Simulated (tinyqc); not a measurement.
Heisenberg spin cluster by exact diagonalisation: multiplets, susceptibility, level crossings: one step, computed by the program tinyqc. Command: `OMP_NUM_THREADS=1 python tinyqc.py 3003656 3003657 out.jsonl spincl walk`. One thread of a shared host (Intel(R) Xeon(R) Processor @ 2.30GHz), about 0.01 s of CPU time with the checks.

H = J1 sum S_i.S_j over the bonds 1-2, 3-4 + J2 sum over 2-3 - g mu_B B S_z; J > 0 is antiferromagnetic.

Task: Thermal averages at zero field. Z = sum k (2S + 1) exp(-E/(k_B T)) over the table, k the number of multiplets; <S^2> likewise with the factor S (S + 1); chi T = N_A g^2 mu_B^2 <S^2>/(3 k_B) = 0.125049 g^2 <S^2> cm^3 K/mol (cgs, per mole of clusters); C = (<E^2> - <E>^2)/(k_B T)^2; entropy = ln Z + <E>/(k_B T).

Inputs (values chosen for the exercise, for a model cluster): g factor = 2.2; temperature T = 360 K.

Cluster: chain of four, J1 outer bonds and J2 in the middle. Spin s of each site: 0.5.

Levels at B = 0:
```
E (meV),total S,number of multiplets
-19.36584,0,1
-7.65000,1,1
-5.62095,1,1
5.15000,2,1
8.12095,1,1
9.06584,0,1
```

Constants: k_B = 8.617333262e-05 eV/K.

Give: <S^2>; chi T; heat capacity; entropy.

Result:

<S^2> = 2.7060

chi T = 1.6378 cm^3 K/mol

heat capacity = 0.079876 k_B

entropy = 2.7344 k_B

Free spins would give <S^2> = 3 and the entropy 2.773 k_B; chi T is 90 % of the free value.
